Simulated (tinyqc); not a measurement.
The internal displacement: deformation potentials from a strained empirical pseudopotential.

Diamond lattice, no spin-orbit coupling. Atomic form factor V(q) = a1 (q^2 - a2)/(a3 exp(a4 q^2) - 1) in rydberg with q in 1/bohr, for the unstrained cell. Under a strain e the reciprocal vectors and k go over into (1 + e)^(-1) G, the atoms sit at +/- tau with tau = (1 + e) a (1,1,1)/8 - zeta a (eyz, ezx, exy)/4, and H(G,G') = c |k + G|^2 delta + (V(q)/det(1 + e)) cos(q.tau), q = G - G', with the term q = 0 left out; c = hbar^2/2m0. The basis is fixed before straining: all G with |k + G|^2 up to 16 (2 pi/a)^2. k is given in units of 2 pi/a of the unstrained cell.

Constants: hbar^2/2m0 = 3.80998211 eV angstrom^2; Ry = 13.60569312 eV; a0 (Bohr radius) = 0.5291772105 angstrom.

Inputs chosen for the exercise (out of a larger set: near those of Si; not measured data): a = 5.424 angstrom (lattice constant); A = (0.538, 2.182, 2.034, 0.491) (a1 (Ry bohr^2), a2 (1/bohr^2), a3, a4 (bohr^2)); h = 0.004 (size of the test strain).

Xu of L (level 5, the lowest empty one) and d from exy = eyz = ezx = h for several zeta: Xu = [E(L [111]) - E(L [1-1-1])]/((8/3) h), d = (single valence level - pair)/(3 sqrt(3) h). zeta = 0 strains the bonds with the lattice; zeta = 1 keeps all four bond lengths equal to first order.

Results:

| zeta | Xu (L) (eV) | d (eV) |
|---|---|---|
| 0.00 | 11.07 | 0.64 |
| 0.25 | 11.43 | -1.67 |
| 0.50 | 11.81 | -3.97 |
| 0.60 | 11.97 | -4.89 |
| 1.00 | 12.63 | -8.57 |

Give the missing row, zeta = 0.75.

Computed row:
```
zeta  Xu (L) (eV)  d (eV)
0.75        12.21   -6.27
```

From zeta = 0 to 1, d goes from 0.64 to -8.57 eV and Xu (L) from 11.07 to 12.63 eV, both nearly linearly: the displacement is an optical-phonon mode, and d = d(0) - zeta d0/4 gives its deformation potential d0 = 37 eV. Leaving the relaxation out (zeta = 0 for 0.5) moves d by +4.61 eV, which reverses its sign, and Xu (L) by -0.75 eV. Tetragonal strain has no such freedom.

tinyqc: `OMP_NUM_THREADS=1 python tinyqc.py 1850671 1850672 out.jsonl`; about 0.2 s, one thread, shared Intel(R) Xeon(R) Processor @ 2.30GHz.
